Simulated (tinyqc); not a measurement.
Superjunction drift layer against a plain one, charge balance: two steps of the calculation.

Alternating n and p pillars of equal width wp, doping N and length Lp. When depleted, the lateral field peaks at Ex = q N wp/(2 eps0 eps_r) at the pillar junctions and a uniform vertical field Ey is added; breakdown is taken where Ex^2 + Ey^2 = Ef^2. Only the n pillars conduct, narrowed by the zero-bias depletion. A first-order model: the field peaks at the pillar ends are left out.

Values chosen for this exercise; values close to those of silicon:

| symbol | value | unit | meaning |
|---|---|---|---|
| eps_r | 11.7 |  | relative permittivity of the semiconductor |
| E16 | 0.389 | MV/cm | critical field at a doping of 1e16 cm^-3 |
| BV | 710 | V | wanted breakdown voltage |
| dl | -7.8 | % | charge imbalance (Nn - Np)/N |

Constants: q = 1.602176634e-19 C, eps0 = 8.8541878128e-14 F/cm where lengths are in cm. Results are converted to the units shown.

Problem 1. Doping of the plain drift layer. Ec(N) = E16 (N/1e16 cm^-3)^(1/8); N(new) = eps0 eps_r Ec(N)^2/(2 q BV).

N at the start = 1e15 cm^-3

Give: Ec; N after iteration 1.

Solution 1.

Ec = 0.2917 MV/cm
N after iteration 1 = 3.875e14 cm^-3

Problem 2. Loss of breakdown voltage by imbalance. An imbalance dl leaves the mean net doping |dl| N/2, which tilts the vertical field by s = q |dl| N/(2 eps0 eps_r): BV(dl) = Ey Lp - s Lp^2/2, or Ey^2/(2 s) if the field reaches zero inside the pillar.

N = 3.8251843e15 cm^-3
Ey = 0.24945058 MV/cm
Lp = 28.462552 um

Wanted: tilt s; BV(dl); loss.

Solution 2.

tilt s = 2.307 kV/(cm um)
BV(dl) = 616.5 V
loss = 13.16 %

Program tinyqc, `OMP_NUM_THREADS=1 python tinyqc.py 2590143 2590144 out.jsonl`; Intel Xeon 2.30GHz, shared host, one thread, about 0.01 s.
